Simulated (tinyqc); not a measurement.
Junctionless gate-all-around wire, depletion approximation: two steps of the calculation.

A uniformly doped n-type wire of radius R under a surrounding gate; long channel. Below flat band a shell from radius rc to R is fully depleted and the neutral core, at channel potential V (0 at the source, Vd at the drain), carries the current with constant mobility; s = (rc/R)^2 is the share of the cross-section that conducts. The edge of the depleted shell is taken as abrupt, so there is no subthreshold current.

Inputs (values chosen for the exercise); material values close to those of silicon:
- eps_r = 11.6 (relative permittivity of the semiconductor)
- eox = 22 (relative permittivity of the gate insulator)
- tox = 9.7 nm (insulator thickness)
- R = 10 nm (wire radius)
- Nd = 1.9e19 cm^-3 (donor density)
- Vfb = 0.93 V (flat-band voltage)
- Vg = 0.4 V (gate voltage)

Constants: q = 1.602176634e-19 C, eps0 = 8.8541878128e-14 F/cm where lengths are in cm. Results are converted to the units shown.

Question 1. Voltages that deplete the wire. Cox = eps0 eox/(R ln(1 + tox/R)); A = q Nd R^2/(4 eps0 eps_r); B = q Nd R/(2 Cox); VT = Vfb - A - B.

Find: Cox; A; B; VT.

Answer 1.

Cox = 2.8729 uF/cm^2
A = 0.74096 V
B = 0.52980 V
VT = -0.34077 V

Of the 1.27 V needed, 41.7 % drops over the insulator. The device is normally on.

Question 2. Conducting share at the source by Newton steps. With V = 0: f = A (1 - s + s ln s) + B (1 - s) - (Vfb - Vg); f' = A ln s - B; s(new) = s - f/f'.

s at the start = 0.8
A = 0.74096430 V
B = 0.52980221 V

Find: f; f'; s after iteration 1.

Answer 2.

f = -0.4081 V
f' = -0.6951 V
s after iteration 1 = 0.2129

Computed by the program tinyqc: `OMP_NUM_THREADS=1 python tinyqc.py 2460047 2460048 out.jsonl`, one thread of a shared Intel Xeon 2.30GHz, about 0.01 s for the whole run.
